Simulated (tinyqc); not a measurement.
# Changing the Huang-Rhys factor S

Model: non-radiative capture by multiphonon emission, one effective mode. Computed by tinyqc, a small Python program. Command: `OMP_NUM_THREADS=1 python tinyqc.py 3021225 3021226 out.jsonl capture sweep`. One thread of a shared host (Intel(R) Xeon(R) Processor @ 2.30GHz), about 0.04 s of CPU time with the checks.

The initial state (free carrier plus empty centre) lies dE above the final state; both have the same frequency and are displaced by dQ.

Inputs (values chosen for the exercise, with mass, screening and phonons like those of silicon):
```
quantity                     value                   unit
energy released dE           0.468                     eV
phonon energy hbar omega        53                    meV
electron-phonon coupling W  0.0023  eV/(u^(1/2) angstrom)
cell volume V                 1520             angstrom^3
degeneracy g                     4                      -
broadening b                    35                    meV
carrier mass m               0.319                    m_0
dielectric constant eps       12.1                      -
temperature T                  300                      K
defect density N_t           3e+16                  cm^-3
```

Centre: attractive.

Constants: hbar^2/u = 4.18015928e-03 eV angstrom^2; k_B = 8.617333262e-05 eV/K; hbar = 6.582119569e-16 eV s; Ry = 13.605693123 eV; k_B = 1.380649e-23 J/K; m_0 = 9.1093837015e-31 kg.

Method:
- dQ = sqrt(2 S (hbar^2/u)/hbar omega); relaxation energy lambda = S hbar omega; phonons needed P = dE/hbar omega; classical barrier E_b = (dE - lambda)^2/(4 lambda); occupation n = 1/(exp(hbar omega/k_B T) - 1).
- Huang-Rhys weight for a net emission of p phonons: L_p = exp(-S (2n + 1)) ((n + 1)/n)^(p/2) I_p(2 S sqrt(n (n + 1))), I_p the modified Bessel function.
- M_p = sum_m w_m <m_i|Q|(m + p)_f>^2 with Q counted from the final minimum and Boltzmann weights w_m for m = 0..24; <m_i|Q|k_f> = sqrt((hbar^2/u)/(2 hbar omega)) [sqrt(k) <m|k-1> + sqrt(k+1) <m|k+1>], with overlaps of oscillators displaced by d = sqrt(2 S) summed on 1500 points from -16 to 16 + d.
- The delta function is a Gaussian of standard deviation b at dE - p hbar omega.
- C_0 = V (2 pi/hbar) g W^2 sum_p M_p Gaussian_p. The sum runs over the seven p from round(P) - 3 to round(P) + 3; 1 angstrom^3 = 1e-24 cm^3.
- Sommerfeld factor of an attractive centre: s(k) = 2 pi nu/(1 - exp(-2 pi nu)), nu = sqrt(Ry*/E), Ry* = Ry m/eps^2, averaged over (2/sqrt(pi)) sqrt(x) exp(-x) dx with x = E/k_B T = t^2 (trapezoid, t to 6 in steps of 0.01).
- C = s C_0; v = sqrt(3 k_B T/m); sigma = C/v; tau = 1/(C N_t).

One run for each value:
```
Huang-Rhys factor S  capture coefficient C (cm^3/s)  classical barrier E_b (eV)  dQ (u^(1/2) angstrom)
0.97                                     1.0809e-12                     0.84394                0.39116
1.20                                     3.8432e-12                     0.64284                0.43507
1.50                                     1.3946e-11                     0.47463                0.48643
1.90                                     5.1324e-11                     0.33493                0.54746
2.40                                     1.7103e-10                     0.22827                0.61529
3.00                                     4.8796e-10                     0.15013                0.68791
3.70                                     1.1662e-09                     0.09425                0.76397
4.60                                     2.4926e-09                     0.05154                0.85183
5.80                                     4.5883e-09                     0.02098                0.95651
```

Over the rows, capture coefficient C (cm^3/s) rises from 1.08e-12 to 4.59e-9 (exponent d ln y / d ln x 6.0 between the first rows and 2.6 between the last); classical barrier E_b (eV) falls from 0.844 to 0.0210 (exponent d ln y / d ln x -1.3 between the first rows and -3.9 between the last); dQ (u^(1/2) angstrom) rises from 0.391 to 0.957 (exponent d ln y / d ln x about 0.50 throughout). The barrier vanishes where S equals the number of phonons needed, dE/hbar omega = 8.8.

Caution (rows 0.970, 1.20, 1.50, 1.90, 2.40, 3.00): the largest term is not the one nearest energy conservation, so C_0 depends strongly on the broadening b.

Extremes, crossings and ranges named in words are read from the listed rows.
